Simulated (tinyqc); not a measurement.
## Capacitance shares from swing and barrier lowering

Problem. Below threshold the charge is negligible, so the band edge moves as -(aG Vg + aD Vd), aG = CG/CS, aD = CD/CS (CG, CD the capacitances of the barrier top to gate and drain, CS the total), and I goes as exp((aG Vg + aD Vd)/Vt) once Vd is well above Vt. Find aG, aD, CS and CD.

Values chosen for this exercise:
- T = 300 K (temperature)

Constants: q = 1.602176634e-19 C, kB = 1.380649e-23 J/K, Vt = kB T/q. Results are converted to the units shown.

swing = 62.659399 mV/decade
DIBL = 7.3684211 mV/V
CG = 12.171939 pF/cm

Answer. The swing is Vt ln 10/aG and the DIBL, -dVg/dVd at fixed current, is aD/aG.

aG = 0.950
aD = 0.00700
CS = 12.8 pF/cm
CD = 0.0897 pF/cm

tinyqc, about 0.07 s, one thread, Intel Xeon 2.30GHz (shared host): `OMP_NUM_THREADS=1 python tinyqc.py 2400027 2400028 out.jsonl`
